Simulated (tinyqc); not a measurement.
LCCD on RHF in the sto-3g basis, for H6, spin multiplicity 1, step by step. Computed by tinyqc, a small Python program that keeps every step (integrals from PySCF). Settings: charge = 0, multiplicity = 1, basis = sto-3g, method = RHF, energy threshold = 1e-10, iteration cap = 89, orthogonalisation = symmetric, start = core, DIIS depth = 6, amplitude equations = LCCD, DIIS depth for amplitudes = 6, cap on updates = 55. Command: `OMP_NUM_THREADS=1 python tinyqc.py 20372 20373 out.jsonl` (the two numbers bound the seeds that draw the settings). One thread of a shared host (Intel(R) Xeon(R) Processor @ 2.60GHz), about 0.1 s of CPU time with the checks. The early iterations of the SCF are left out here.

## One-electron integrals

Geometry (angstrom):
```
atom         x         y         z
H     0.000000  0.000000  0.000000
H     0.000000  0.000000  0.958000
H     0.000000  0.000000  2.190000
H     0.000000  0.000000  3.148000
H     0.000000  0.000000  4.380000
H     0.000000  0.000000  5.338000
```

Basis sto-3g: exponents (1/bohr^2) and contraction coefficients of normalised primitives:
```
element  l (shell)  exponent  coefficient
H            s (1)  3.425251     0.154329
H            s (1)  0.623914     0.535328
H            s (1)  0.168855     0.444635
```

Overlap, kinetic and nuclear-attraction integrals over the contracted functions; the nuclear repulsion is the sum of Za Zb / Rab.

nuclear repulsion = 4.31432492 hartree

overlap S, order 1H 1s, 2H 1s, 3H 1s, 4H 1s, 5H 1s, 6H 1s:
```
[[1.000000, 0.521559, 0.086566, 0.013295, 0.000648, 0.000037],
 [0.521559, 1.000000, 0.371180, 0.086566, 0.007198, 0.000648],
 [0.086566, 0.371180, 1.000000, 0.521559, 0.086566, 0.013295],
 [0.013295, 0.086566, 0.521559, 1.000000, 0.371180, 0.086566],
 [0.000648, 0.007198, 0.086566, 0.371180, 1.000000, 0.521559],
 [0.000037, 0.000648, 0.013295, 0.086566, 0.521559, 1.000000]]
```

kinetic energy T (hartree), order 1H 1s, 2H 1s, 3H 1s, 4H 1s, 5H 1s, 6H 1s:
```
[[0.760032, 0.127639, -0.011399, -0.005425, -0.000521, -0.000046],
 [0.127639, 0.760032, 0.046096, -0.011399, -0.003534, -0.000521],
 [-0.011399, 0.046096, 0.760032, 0.127639, -0.011399, -0.005425],
 [-0.005425, -0.011399, 0.127639, 0.760032, 0.046096, -0.011399],
 [-0.000521, -0.003534, -0.011399, 0.046096, 0.760032, 0.127639],
 [-0.000046, -0.000521, -0.005425, -0.011399, 0.127639, 0.760032]]
```

nuclear attraction V (hartree), order 1H 1s, 2H 1s, 3H 1s, 4H 1s, 5H 1s, 6H 1s:
```
[[-2.388623, -1.246410, -0.197404, -0.029827, -0.001432, -0.000082],
 [-1.246410, -2.700286, -0.914265, -0.206941, -0.016347, -0.001432],
 [-0.197404, -0.914265, -2.834530, -1.386085, -0.206941, -0.029827],
 [-0.029827, -0.206941, -1.386085, -2.834530, -0.914265, -0.197404],
 [-0.001432, -0.016347, -0.206941, -0.914265, -2.700286, -1.246410],
 [-0.000082, -0.001432, -0.029827, -0.197404, -1.246410, -2.388623]]
```

core Hamiltonian H = T + V (hartree), order 1H 1s, 2H 1s, 3H 1s, 4H 1s, 5H 1s, 6H 1s:
```
[[-1.628591, -1.118771, -0.208803, -0.035253, -0.001953, -0.000128],
 [-1.118771, -1.940254, -0.868168, -0.218340, -0.019881, -0.001953],
 [-0.208803, -0.868168, -2.074498, -1.258446, -0.218340, -0.035253],
 [-0.035253, -0.218340, -1.258446, -2.074498, -0.868168, -0.208803],
 [-0.001953, -0.019881, -0.218340, -0.868168, -1.940254, -1.118771],
 [-0.000128, -0.001953, -0.035253, -0.208803, -1.118771, -1.628591]]
```

## Two-electron integrals

Functions are numbered as in S; the eight-fold symmetry (ij|kl) = (ji|kl) = (kl|ij) leaves the list below.

Two-electron integrals (ij|kl) in chemists' order, unique and non-zero (hartree):
```
(11|11) 0.774606   (21|11) 0.329148   (21|21) 0.176071   (22|11) 0.491935
(22|21) 0.329148   (22|22) 0.774606   (31|11) 0.038599   (31|21) 0.023110
(31|22) 0.049928   (31|31) 0.003755   (32|11) 0.124945   (32|21) 0.085602
(32|22) 0.215368   (32|31) 0.016612   (32|32) 0.083267   (33|11) 0.241237
(33|21) 0.161416   (33|22) 0.409178   (33|31) 0.038599   (33|32) 0.215368
(33|33) 0.774606   (41|11) 0.004569   (41|21) 0.002907   (41|22) 0.006699
(41|31) 0.000530   (41|32) 0.002524   (41|33) 0.006699   (41|41) 0.000081
(42|11) 0.023196   (42|21) 0.015550   (42|22) 0.038599   (42|31) 0.003218
(42|32) 0.016612   (42|33) 0.049928   (42|41) 0.000530   (42|42) 0.003755
(43|11) 0.104030   (43|21) 0.066745   (43|22) 0.161416   (43|31) 0.015550
(43|32) 0.085602   (43|33) 0.329148   (43|41) 0.002907   (43|42) 0.023110
(43|43) 0.176071   (44|11) 0.168095   (44|21) 0.104030   (44|22) 0.241237
(44|31) 0.023196   (44|32) 0.124945   (44|33) 0.491935   (44|41) 0.004569
(44|42) 0.038599   (44|43) 0.329148   (44|44) 0.774606   (51|11) 0.000159
(51|21) 0.000104   (51|22) 0.000251   (51|31) 0.000022   (51|32) 0.000113
(51|33) 0.000354   (51|41) 3.69e-06   (51|42) 0.000026   (51|43) 0.000167
(51|44) 0.000284   (51|51) 1.90e-07   (52|11) 0.001471   (52|21) 0.000948
(52|22) 0.002289   (52|31) 0.000207   (52|32) 0.001097   (52|33) 0.003707
(52|41) 0.000037   (52|42) 0.000279   (52|43) 0.001948   (52|44) 0.003707
(52|51) 2.04e-06   (52|52) 0.000023   (53|11) 0.014205   (53|21) 0.008786
(53|22) 0.020372   (53|31) 0.001939   (53|32) 0.010320   (53|33) 0.038599
(53|41) 0.000365   (53|42) 0.002935   (53|43) 0.023110   (53|44) 0.049928
(53|51) 0.000022   (53|52) 0.000279   (53|53) 0.003755   (54|11) 0.052459
(54|21) 0.031538   (54|22) 0.070652   (54|31) 0.006623   (54|32) 0.034180
(54|33) 0.124945   (54|41) 0.001256   (54|42) 0.010320   (54|43) 0.085602
(54|44) 0.215368   (54|51) 0.000079   (54|52) 0.001097   (54|53) 0.016612
(54|54) 0.083267   (55|11) 0.120817   (55|21) 0.070960   (55|22) 0.154638
(55|31) 0.014205   (55|32) 0.070652   (55|33) 0.241237   (55|41) 0.002583
(55|42) 0.020372   (55|43) 0.161416   (55|44) 0.409178   (55|51) 0.000159
(55|52) 0.002289   (55|53) 0.038599   (55|54) 0.215368   (55|55) 0.774606
(61|11) 0.000007   (61|21) 4.72e-06   (61|22) 0.000011   (61|31) 1.04e-06
(61|32) 0.000006   (61|33) 0.000019   (61|41) 1.88e-07   (61|42) 1.44e-06
(61|43) 0.000010   (61|44) 0.000019   (61|51) 1.06e-08   (61|52) 1.22e-07
(61|53) 1.44e-06   (61|54) 0.000006   (61|55) 0.000011   (62|11) 0.000110
(62|21) 0.000068   (62|22) 0.000159   (62|31) 0.000015   (62|32) 0.000079
(62|33) 0.000284   (62|41) 2.77e-06   (62|42) 0.000022   (62|43) 0.000167
(62|44) 0.000354   (62|51) 1.64e-07   (62|52) 2.04e-06   (62|53) 0.000026
(62|54) 0.000113   (62|55) 0.000251   (62|61) 1.06e-08   (62|62) 1.90e-07
(63|11) 0.001900   (63|21) 0.001147   (63|22) 0.002583   (63|31) 0.000243
(63|32) 0.001256   (63|33) 0.004569   (63|41) 0.000045   (63|42) 0.000365
(63|43) 0.002907   (63|44) 0.006699   (63|51) 2.77e-06   (63|52) 0.000037
(63|53) 0.000530   (63|54) 0.002524   (63|55) 0.006699   (63|61) 1.88e-07
(63|62) 3.69e-06   (63|63) 0.000081   (64|11) 0.010915   (64|21) 0.006459
(64|22) 0.014205   (64|31) 0.001314   (64|32) 0.006623   (64|33) 0.023196
(64|41) 0.000243   (64|42) 0.001939   (64|43) 0.015550   (64|44) 0.038599
(64|51) 0.000015   (64|52) 0.000207   (64|53) 0.003218   (64|54) 0.016612
(64|55) 0.049928   (64|61) 1.04e-06   (64|62) 0.000022   (64|63) 0.000530
(64|64) 0.003755   (65|11) 0.056910   (65|21) 0.033021   (65|22) 0.070960
(65|31) 0.006459   (65|32) 0.031538   (65|33) 0.104030   (65|41) 0.001147
(65|42) 0.008786   (65|43) 0.066745   (65|44) 0.161416   (65|51) 0.000068
(65|52) 0.000948   (65|53) 0.015550   (65|54) 0.085602   (65|55) 0.329148
(65|61) 4.72e-06   (65|62) 0.000104   (65|63) 0.002907   (65|64) 0.023110
(65|65) 0.176071   (66|11) 0.099134   (66|21) 0.056910   (66|22) 0.120817
(66|31) 0.010915   (66|32) 0.052459   (66|33) 0.168095   (66|41) 0.001900
(66|42) 0.014205   (66|43) 0.104030   (66|44) 0.241237   (66|51) 0.000110
(66|52) 0.001471   (66|53) 0.023196   (66|54) 0.124945   (66|55) 0.491935
(66|61) 0.000007   (66|62) 0.000159   (66|63) 0.004569   (66|64) 0.038599
(66|65) 0.329148   (66|66) 0.774606
```

## Orthogonalisation

S = U s U^T; symmetric (Loewdin) form X = U s^(-1/2) U^T, so that X^T S X = 1.

eigenvalues of S: [0.298464, 0.415752, 0.596245, 1.172004, 1.576497, 1.941038]

X, order 1H 1s, 2H 1s, 3H 1s, 4H 1s, 5H 1s, 6H 1s:
```
[[1.133724, -0.337057, 0.050242, -0.010725, 0.001446, -0.000321],
 [-0.337057, 1.208663, -0.254761, 0.052914, -0.006623, 0.001446],
 [0.050242, -0.254761, 1.214763, -0.357834, 0.052914, -0.010725],
 [-0.010725, 0.052914, -0.357834, 1.214763, -0.254761, 0.050242],
 [0.001446, -0.006623, 0.052914, -0.254761, 1.208663, -0.337057],
 [-0.000321, 0.001446, -0.010725, 0.050242, -0.337057, 1.133724]]
```

## Iteration 7 (converged): orbitals

converged F (hartree), order 1H 1s, 2H 1s, 3H 1s, 4H 1s, 5H 1s, 6H 1s:
```
[[-0.264282, -0.496602, -0.114411, -0.005246, 0.001377, -0.004330],
 [-0.496602, -0.318758, -0.298456, -0.113653, -0.011778, 0.001377],
 [-0.114411, -0.298456, -0.322558, -0.500235, -0.113653, -0.005246],
 [-0.005246, -0.113653, -0.500235, -0.322558, -0.298456, -0.114411],
 [0.001377, -0.011778, -0.113653, -0.298456, -0.318758, -0.496602],
 [-0.004330, 0.001377, -0.005246, -0.114411, -0.496602, -0.264282]]
```

Diagonalise F' = X^T F X, C = X C', fill 3 alpha and 3 beta electrons from the bottom; D = 2 C_occ C_occ^T. Each column has its largest component positive (the first on a tie).

F' = X^T F X (hartree):
```
[[-0.000292, -0.510072, 0.060428, 0.002555, 0.003152, -0.006322],
 [-0.510072, 0.050393, -0.301009, 0.064095, -0.008431, 0.003152],
 [0.060428, -0.301009, 0.055120, -0.530844, 0.064095, 0.002555],
 [0.002555, 0.064095, -0.530844, 0.055120, -0.301009, 0.060428],
 [0.003152, -0.008431, 0.064095, -0.301009, 0.050393, -0.510072],
 [-0.006322, 0.003152, 0.002555, 0.060428, -0.510072, -0.000292]]
```

orbital energies (hartree): [-0.621523, -0.524347, -0.388773, 0.286333, 0.569920, 0.888832]

coefficients C, order 1H 1s, 2H 1s, 3H 1s, 4H 1s, 5H 1s, 6H 1s:
```
[[0.195387, 0.374737, -0.404146, -0.588665, -0.705613, 0.463924],
 [0.276336, 0.410445, -0.285171, 0.378018, 0.800908, -0.729192],
 [0.378510, 0.095928, 0.430015, 0.591219, -0.245219, 0.962797],
 [0.378510, -0.095928, 0.430015, -0.591219, -0.245219, -0.962797],
 [0.276336, -0.410445, -0.285171, -0.378018, 0.800908, 0.729192],
 [0.195387, -0.374737, -0.404146, 0.588665, -0.705613, -0.463924]]
```

D after iteration 7, order 1H 1s, 2H 1s, 3H 1s, 4H 1s, 5H 1s, 6H 1s:
```
[[0.683876, 0.646105, -0.127771, -0.271562, 0.030869, 0.122165],
 [0.646105, 0.652299, 0.042682, -0.114810, -0.021563, 0.030869],
 [-0.127771, 0.042682, 0.674770, 0.637962, -0.114810, -0.271562],
 [-0.271562, -0.114810, 0.637962, 0.674770, 0.042682, -0.127771],
 [0.030869, -0.021563, -0.114810, 0.042682, 0.652299, 0.646105],
 [0.122165, 0.030869, -0.271562, -0.127771, 0.646105, 0.683876]]
```

## Convergence

Stop when the energy changes by less than 1e-10 hartree and every element of the error matrix X^T (F D S - S D F) X is below 3e-06.

Course of the cycle:
```
iteration  E (hartree)     change  largest element of the error matrix
1          -2.82397923          -                             4.31e-01
2          -3.19484599  -3.71e-01                             3.59e-02
3          -3.19885461  -4.01e-03                             1.10e-02
4          -3.19921259  -3.58e-04                             3.48e-04
5          -3.19921318  -5.91e-07                             2.06e-05
6          -3.19921318  -9.55e-10                             4.83e-07
7          -3.19921318  -9.81e-13                             2.78e-08
```

PySCF RHF in the same basis = -3.19921318 hartree

Converged in 7 iterations.

## Integrals over molecular orbitals

(pq|rs) = sum C_ip C_jq C_kr C_ls (ij|kl), one index at a time.

one-electron integrals over orbitals h = C^T H C (hartree):
```
[[-2.147552, 0.000000, -0.133609, 0.000000, -0.071281, 0.000000],
 [0.000000, -1.933819, 0.000000, -0.166557, 0.000000, 0.054230],
 [-0.133609, 0.000000, -1.897524, 0.000000, 0.143229, 0.000000],
 [0.000000, -0.166557, 0.000000, -1.593169, 0.000000, -0.142588],
 [-0.071281, 0.000000, 0.143229, 0.000000, -1.319292, 0.000000],
 [0.000000, 0.054230, 0.000000, -0.142588, 0.000000, -1.230063]]
```

Two-electron integrals over orbitals (pq|rs), unique and non-zero (hartree):
```
(11|11) 0.402448    (21|21) 0.127016    (22|11) 0.318274    (22|22) 0.373064
(31|11) 0.079095    (31|22) -0.050632   (31|31) 0.122026    (32|21) -0.117559
(32|32) 0.136749    (33|11) 0.368038    (33|22) 0.331813    (33|31) 0.038221
(33|33) 0.367825    (41|21) 0.039238    (41|32) 0.007305    (41|41) 0.081932
(42|11) 0.059925    (42|22) -0.001473   (42|31) 0.051986    (42|33) 0.011797
(42|42) 0.074427    (43|21) 0.065253    (43|32) -0.063825   (43|41) 0.014849
(43|43) 0.082368    (44|11) 0.368314    (44|22) 0.332034    (44|31) 0.035878
(44|33) 0.358766    (44|42) 0.020302    (44|44) 0.372203    (51|11) 0.008135
(51|22) 0.028895    (51|31) -0.024846   (51|33) -0.011786   (51|42) 0.037688
(51|44) -0.003337   (51|51) 0.049936    (52|21) 0.026501    (52|32) 0.004305
(52|41) 0.055626    (52|43) -0.039577   (52|52) 0.089795    (53|11) -0.066515
(53|22) -0.003358   (53|31) -0.055428   (53|33) -0.024024   (53|42) -0.070907
(53|44) -0.019889   (53|51) -0.032804   (53|53) 0.075728    (54|21) 0.118226
(54|32) -0.130992   (54|41) 0.000683    (54|43) 0.065292    (54|52) -0.002276
(54|54) 0.140084    (55|11) 0.332082    (55|22) 0.377356    (55|31) -0.041509
(55|33) 0.342897    (55|42) 0.003033    (55|44) 0.350639    (55|51) 0.028906
(55|53) -0.006094   (55|55) 0.400187    (61|21) 0.001589    (61|32) 0.016566
(61|41) 0.029617    (61|43) 0.050492    (61|52) -0.033037   (61|54) -0.014045
(61|61) 0.068367    (62|11) -0.012654   (62|22) -0.032644   (62|31) 0.022707
(62|33) 0.002527    (62|42) -0.034556   (62|44) 0.004544    (62|51) -0.046294
(62|53) 0.036470    (62|55) -0.032049   (62|62) 0.048318    (63|21) 0.042134
(63|32) -0.000257   (63|41) 0.078478    (63|43) 0.016930    (63|52) 0.055817
(63|54) -0.000538   (63|61) 0.029092    (63|63) 0.083472    (64|11) 0.081202
(64|22) -0.043747   (64|31) 0.117385    (64|33) 0.039834    (64|42) 0.054119
(64|44) 0.040255    (64|51) -0.021991   (64|53) -0.056542   (64|55) -0.044683
(64|62) 0.021919    (64|64) 0.126337    (65|21) -0.130016   (65|32) 0.121817
(65|41) -0.040653   (65|43) -0.069270   (65|52) -0.027682   (65|54) -0.127420
(65|61) -0.002607   (65|63) -0.046518   (65|65) 0.145519    (66|11) 0.427610
(66|22) 0.338555    (66|31) 0.084973    (66|33) 0.393361    (66|42) 0.066119
(66|44) 0.399948    (66|51) 0.009587    (66|53) -0.074411   (66|55) 0.362159
(66|62) -0.014794   (66|64) 0.093098    (66|66) 0.477636
```

## LCCD: starting amplitudes

t_ij^ab = <ij||ab> / (e_i + e_j - e_a - e_b), whose energy is MP2.

Starting amplitudes (spin orbitals 1a, 1b, ...; amplitudes related by a flip of all spins are not repeated; the 24 largest):
```
from      to          t
3a 3b  4a 4b  -0.061004
2a 2b  4a 4b  -0.045904
1a 1b  4a 4b  -0.045124
2a 2b  5a 5b  -0.041030
2a 3b  4a 5b   0.040075
3a 3b  5a 5b  -0.039495
1a 3b  4a 6b  -0.035909
3a 3b  6a 6b  -0.032667
1a 2b  4a 5b  -0.027783
2a 3b  5a 6b  -0.023533
1a 3b  4b 6a   0.023104
1a 1b  6a 6b  -0.022633
2a 3b  4b 5a  -0.022368
1a 1b  5a 5b  -0.020956
1a 2b  4b 5a   0.018824
1a 2b  5a 6b   0.017774
2a 3a  4a 5a   0.017707
2a 2b  6a 6b  -0.017096
2a 2b  4a 6b   0.015539
2a 3b  5b 6a   0.015376
1a 3b  5a 5b   0.015257
1a 3a  4a 6a  -0.012805
1a 2b  5b 6a  -0.012684
1a 1b  4a 6b  -0.012248
```

correlation energy = -0.05770295 hartree

## LCCD: amplitude update 1

t_ij^ab D_ij^ab are set to the remaining terms of the spin-orbital equations, evaluated with the old amplitudes; for the doubles these are <ij||ab> + 1/2 <ab||ef> t_ij^ef + 1/2 <mn||ij> t_mn^ab + P(ij)P(ab) <mb||ej> t_im^ae, D the orbital-energy denominators (linear CCD).

Amplitudes after update 1 (spin orbitals 1a, 1b, ...; amplitudes related by a flip of all spins are not repeated; the 24 largest):
```
from      to          t
3a 3b  4a 4b  -0.090963
2a 2b  4a 4b  -0.059156
2a 3b  4a 5b   0.057968
2a 2b  5a 5b  -0.056835
1a 1b  4a 4b  -0.056168
1a 3b  4a 6b  -0.051698
3a 3b  5a 5b  -0.049099
3a 3b  6a 6b  -0.037966
2a 3b  4b 5a  -0.037018
1a 2b  4a 5b  -0.036633
1a 3b  4b 6a   0.035971
1a 1b  6a 6b  -0.030341
2a 3b  5a 6b  -0.029813
1a 1b  5a 5b  -0.026170
1a 2b  4b 5a   0.026161
1a 2b  5a 6b   0.025167
2a 2b  4a 6b   0.024863
1a 3b  5a 5b   0.024558
2a 3a  4a 5a   0.020950
2a 3b  5b 6a   0.020517
2a 2b  6a 6b  -0.020489
1a 2b  5b 6a  -0.018719
1a 1b  4a 6b  -0.016867
1a 3a  4a 6a  -0.015726
```

correlation energy = -0.07921376 hartree

## LCCD: convergence

E_corr = 1/4 sum <ij||ab> t_ij^ab; stop when the norm of the change is below 1e-8.

Course of the amplitude iterations:
```
update  correlation energy (hartree)  norm of the change
0                        -0.05770295                   -
1                        -0.07921376            1.36e-01
2                        -0.08813129            6.17e-02
3                        -0.09521371            2.99e-02
4                        -0.09525397            5.83e-03
5                        -0.09525057            1.34e-03
6                        -0.09526476            4.42e-04
7                        -0.09526771            1.22e-04
8                        -0.09526680            4.64e-05
9                        -0.09526676            7.05e-06
10                       -0.09526671            1.49e-06
11                       -0.09526673            2.37e-07
12                       -0.09526673            8.80e-08
13                       -0.09526673            3.62e-08
14                       -0.09526673            1.46e-08
15                       -0.09526673            3.99e-09
```

Converged amplitudes (spin orbitals 1a, 1b, ...; amplitudes related by a flip of all spins are not repeated; the 24 largest):
```
from      to          t
3a 3b  4a 4b  -0.132617
2a 3b  4a 5b   0.074501
2a 2b  5a 5b  -0.069920
2a 2b  4a 4b  -0.067058
1a 3b  4a 6b  -0.063694
1a 1b  4a 4b  -0.057633
3a 3b  5a 5b  -0.053489
2a 3b  4b 5a  -0.051057
1a 3b  4b 6a   0.044475
1a 2b  4a 5b  -0.040091
1a 1b  6a 6b  -0.038269
3a 3b  6a 6b  -0.037165
1a 2b  5a 6b   0.032118
2a 3b  5a 6b  -0.031569
2a 2b  4a 6b   0.030439
1a 1b  5a 5b  -0.030381
1a 3b  5a 5b   0.030070
1a 2b  4b 5a   0.028444
1a 2b  5b 6a  -0.024263
2a 3a  4a 5a   0.023444
2a 2b  6a 6b  -0.022839
2a 3b  5b 6a   0.021536
1a 3a  4a 6a  -0.019219
1a 1b  4a 6b  -0.019212
```

LCCD total energy = -3.29447991 hartree

Converged in 15 updates, with DIIS from the third.
